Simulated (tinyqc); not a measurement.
Estimate of lattice thermal conductivity from elastic moduli (Slack, Klemens and Cahill formulas): one step, computed by the program tinyqc. Command: `OMP_NUM_THREADS=1 python tinyqc.py 3001448 3001449 out.jsonl slack walk`. One thread of a shared host (Intel(R) Xeon(R) Processor @ 2.30GHz), about 0.01 s of CPU time with the checks.

An isotropic solid.

Problem. Point defects and grains. High-temperature forms with the classical heat capacity. Klemens: kappa/kappa_0 = arctan(u)/u, u^2 = pi^2 Theta V Gamma kappa_0/(h v_m^2). Grains: 1/kappa_poly = 1/kappa + 1/(C v_m d/3), C = 3 k_B/(n V), the acoustic branches alone.

Inputs (values chosen for the exercise, for a model crystal):

| quantity | value | unit |
|---|---|---|
| volume per atom V | 11.6 | angstrom^3 |
| atoms per primitive cell n | 4 | - |
| temperature T | 500 | K |
| disorder parameter Gamma | 0.012 | - |
| grain size d | 120 | nm |

Grueneisen parameter: from the Poisson ratio.

kappa of the perfect crystal = 0.6720584 W/(m K)

Debye temperature Theta = 144.9890 K

v_m = 1102.413 m/s

Constants: h = 6.62607015e-34 J s; k_B = 1.380649e-23 J/K.

Give: disorder scale u; kappa with point defects; grain-boundary limit; kappa of the polycrystal.

Solution.

disorder scale u = 0.4077

kappa with point defects = 0.6381 W/(m K)

grain-boundary limit = 39.36 W/(m K)

kappa of the polycrystal = 0.6280 W/(m K)

Point defects remove 5 % of kappa. Grains remove a further 2 %.
